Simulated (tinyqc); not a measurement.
Random telegraph noise from one oxide trap in a small MOSFET: one step of the calculation.

An acceptor-like trap exchanges electrons with the channel. Inversion charge Q = Cox u, u = n Vt W0(exp((Vg - VT)/(n Vt))), W0 the Lambert function, n = nf, Cox = eps0 eox/tox; linear regime Id = (W/L) mu Q Vd. Relative to threshold the surface potential rises by Vt ln(u/u0) and the oxide voltage by the rest of Vg - VT, with u0 = n Vt W0(1).

Question. Trap level, time constants and occupancy. N = Cox u/q; dpsi = Vt ln(u/u0); E = E0 - dpsi - (xt/tox)(Vg - VT - dpsi); capture time tc = 1/[(N/zi) vth s0 exp(-xt/lt - EB/Vt)]; emission time te = tc exp(-E/Vt); occupancy te/(tc + te).

Inputs (values chosen for the exercise); values of the order met in silicon transistors: temperature T = 300 K; relative permittivity of the gate insulator (close to silicon dioxide) eox = 3.9; insulator thickness tox = 2.6 nm; depth of the trap from the channel interface xt = 0.37 nm; trap level above the channel Fermi level at threshold E0 = 0.12 eV; capture prefactor s0 = 5e-16 cm^2; capture barrier (lattice relaxation) EB = 0.31 eV; tunnelling decay length lt = 0.18 nm; thermal velocity vth = 1.4e7 cm/s; thickness of the inversion layer zi = 2.5 nm; threshold voltage VT = 0.4 V; body factor nf = 1.27; gate voltage Vg = 0.72 V.

Constants: q = 1.602176634e-19 C, kB = 1.380649e-23 J/K, Vt = kB T/q, eps0 = 8.8541878128e-14 F/cm where lengths are in cm. Results are converted to the units shown.

Give: u; N; dpsi; E; tc; te; occupancy.

Answer.

u = 0.2530 V
N = 2.097e12 cm^-2
dpsi = 0.06745 V
E = 0.01661 eV
tc = 2.147e-5 s
te = 1.129e-5 s
occupancy = 0.3447

The trap lies 0.64 Vt above the Fermi level, so it is empty most of the time.

Range of the model: VT is taken as given; short-channel effects and the uneven flow of current among few electrons are left out.

Computed by the program tinyqc: `OMP_NUM_THREADS=1 python tinyqc.py 2710020 2710021 out.jsonl`, one thread of a shared Intel Xeon 2.30GHz, about 0.01 s for the whole run.
